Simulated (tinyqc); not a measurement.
Thermodynamics of metal silicides: hull, first phase, silicon consumed, nucleation and stability against SiO2: one step, computed by the program tinyqc. Command: `OMP_NUM_THREADS=1 python tinyqc.py 3001055 3001056 out.jsonl silphase walk`. One thread of a shared host (Intel(R) Xeon(R) Processor @ 2.30GHz), about 0.01 s of CPU time with the checks.

Entropies of formation of the solids are neglected, so heats stand for free energies. Si fractions: M5Si3 0.3750, MSi 0.5000, MSi2 0.6667.

Question. Which phases are stable. A phase is stable if it lies below every straight line between a phase on its left and one on its right (M and Si at zero). Distance = its heat less the lowest such line, negative for a stable phase.

Inputs (values chosen for the exercise, of the order of those of tungsten silicides for heats and volumes only): heat of formation of M5Si3 = -16.5 kJ/mol atoms; heat of formation of MSi = -14.8 kJ/mol atoms; heat of formation of MSi2 = -26.7 kJ/mol atoms.

Phases: M5Si3, MSi, MSi2.

Give: distance to the lowest tie line.

Answer.

distance to the lowest tie line (kJ/mol atoms): M5Si3 -1.48, MSi 6.07, MSi2 -16.83

Unstable against decomposition into neighbours: MSi.
